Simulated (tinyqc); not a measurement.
# Frequency dispersion of an accumulation capacitance by border traps, distributed model: what changes with what

Traps spread evenly through the insulator exchange electrons with the semiconductor by tunnelling, with tau(x) = t0 exp(2 ka x) at depth x from the interface. The admittance per area Y seen at depth x obeys dY/dx = -Y^2/(i w eps0 eox) + q Nb ln(1 + i w tau)/tau, with Y(0) = i w Cs and w = 2 pi f; the gate sees Y(tox) = G + i w C. Working variable y = Y/(i w), in uF/cm^2. Cox = eps0 eox/tox.

Parameters, values chosen for the exercise; permittivity close to that of hafnium oxide:

| symbol | value | unit | meaning |
|---|---|---|---|
| eox | 19.9 |  | relative permittivity of the insulator |
| tox | 4.5 | nm | insulator thickness |
| Cs | 2.7 | uF/cm^2 | semiconductor capacitance in accumulation |
| Nb | 2.4e19 | cm^-3 eV^-1 | density of border traps |
| ka | 4 | 1/nm | decay constant of the wave function in the insulator |
| t0 | 2e-9 | s | time constant of a trap at the interface |
| f | 1e6 | Hz | frequency |

Constants: q = 1.602176634e-19 C, eps0 = 8.8541878128e-14 F/cm where lengths are in cm. Results are converted to the units shown.

Each table varies one quantity; the others keep the values above.

## Capacitance and loss against frequency

Cox; trap-free value 1/(1/Cox + 1/Cs); response depth d = ln(1/(w t0))/(2 ka), where w tau = 1; lumped estimate: all traps within d act as C_bt = q Nb d placed at d/2, so C = 1/{1/[1/(1/Cs + d/(2 eps0 eox)) + C_bt] + (tox - d/2)/(eps0 eox)}. C and G from a fine integration; dispersion -d C/d log10 f over C, from f times and over 1.1. For a broad spread of time constants G/w is close to -(pi/2) dC/d ln w.

The same in every row: trap-free C (uF/cm^2) = 1.598.

Capacitance and loss against frequency:

| f (Hz) | d (nm) | C (uF/cm^2) | G/w (uF/cm^2) | dispersion (% a decade) | -(pi/2) dC/d ln w (uF/cm^2) | lumped C (uF/cm^2) |
|---|---|---|---|---|---|---|
| 10 | 1.986 | 1.953 | 0.04090 | 3.067 | 0.04086 | 1.920 |
| 100 | 1.698 | 1.895 | 0.03837 | 2.965 | 0.03834 | 1.866 |
| 1000 | 1.411 | 1.841 | 0.03606 | 2.869 | 0.03603 | 1.815 |
| 10000 | 1.123 | 1.789 | 0.03394 | 2.778 | 0.03391 | 1.766 |
| 1e5 | 0.8349 | 1.741 | 0.03198 | 2.691 | 0.03196 | 1.720 |
| 1e6 | 0.5471 | 1.696 | 0.03009 | 2.608 | 0.03017 | 1.676 |
| 1e7 | 0.2593 | 1.653 | 0.02755 | 2.519 | 0.02841 | 1.634 |

What does the table show?

C falls from 1.953 to 1.653 uF/cm^2, towards the trap-free 1.598; each decade of frequency removes ln 10/(2 ka) = 0.288 nm from the response depth. The dispersion falls from 3.07 to 2.52 % a decade and G/w falls from 0.0409 to 0.0276 uF/cm^2. G/w lies between 0.970 and 1.00 times -(pi/2) dC/d ln w, the relation for a broad spread of time constants.

## Effect of the density of border traps

Same model as above.

The same in every row: d (nm) = 0.5471; trap-free C (uF/cm^2) = 1.598.

Results:

| Nb (cm^-3 eV^-1) | C (uF/cm^2) | G/w (uF/cm^2) | dispersion (% a decade) | -(pi/2) dC/d ln w (uF/cm^2) | lumped C (uF/cm^2) |
|---|---|---|---|---|---|
| 1e18 | 1.602 | 0.001334 | 0.1224 | 0.001338 | 1.601 |
| 6e18 | 1.623 | 0.007896 | 0.7150 | 0.007917 | 1.618 |
| 1e19 | 1.639 | 0.01302 | 1.167 | 0.01305 | 1.631 |
| 3e19 | 1.719 | 0.03702 | 3.165 | 0.03711 | 1.694 |
| 7e19 | 1.866 | 0.07799 | 6.136 | 0.07812 | 1.812 |
| 2e20 | 2.256 | 0.1657 | 10.73 | 0.1651 | 2.127 |
| 4e20 | 2.674 | 0.2280 | 12.34 | 0.2251 | 2.476 |

Estimate the missing row, Nb = 2e18 cm^-3 eV^-1.

Computed row:

| Nb (cm^-3 eV^-1) | C (uF/cm^2) | G/w (uF/cm^2) | dispersion (% a decade) | -(pi/2) dC/d ln w (uF/cm^2) | lumped C (uF/cm^2) |
|---|---|---|---|---|---|
| 2e18 | 1.606 | 0.002661 | 0.2435 | 0.002668 | 1.605 |

With this row back in the table: As Nb goes from 1e18 to 4e20, C rises from 1.60 to 2.67 uF/cm^2, the dispersion rises from 0.122 to 12.3 % a decade and G/w rises from 0.00133 to 0.228 uF/cm^2. The lumped estimate is 0.054 % below C in the first row and 7.4 % below it in the last. The dispersion goes as Nb^(0.99) between the first two rows and Nb^(0.20) between the last two: dense traps near the interface screen those behind them.

Computed by the program tinyqc: `OMP_NUM_THREADS=1 python tinyqc.py 2202076 2202077 out.jsonl`, one thread of a shared Intel Xeon 2.30GHz, about 0.3 s for the whole run.
